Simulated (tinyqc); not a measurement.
From results back to parameters: trap in a gate oxide as a short-range spherical well. Two cases, with inputs chosen for the exercise.

Problem. In strong inversion a gate step dV falls across the oxide, so a trap at depth x moves by -e dV x/tox against EF and d ln(tau_c/tau_e)/dV = -x/(tox kB T/e). The slope was computed from a hidden depth.

Constants: kB = 8.617333262e-05 eV/K.

Case 1.

Values chosen (out of a larger set: near those of SiO2 on 4H SiC; not measured data): tox = 35 angstrom (oxide thickness); T = 300 K (temperature).

slope = -11.0519 1/V

Case 2.

Values chosen (out of a larger set: near those of SiO2 on Si; not measured data): tox = 38 angstrom (oxide thickness); T = 300 K (temperature).

slope = -7.1256 1/V

Find: x/tox; x.

Solution. x/tox = -slope kB T/e.

Case 1.

x/tox = 0.286
x = 10.0 angstrom

Case 2.

x/tox = 0.184
x = 7.0 angstrom

Computed by tinyqc, one run a case: `OMP_NUM_THREADS=1 python tinyqc.py N N+1 out.jsonl` with N = 1282661, 1282662; one thread of a shared Intel(R) Xeon(R) Processor @ 2.30GHz, about 0.01 s a run at most.
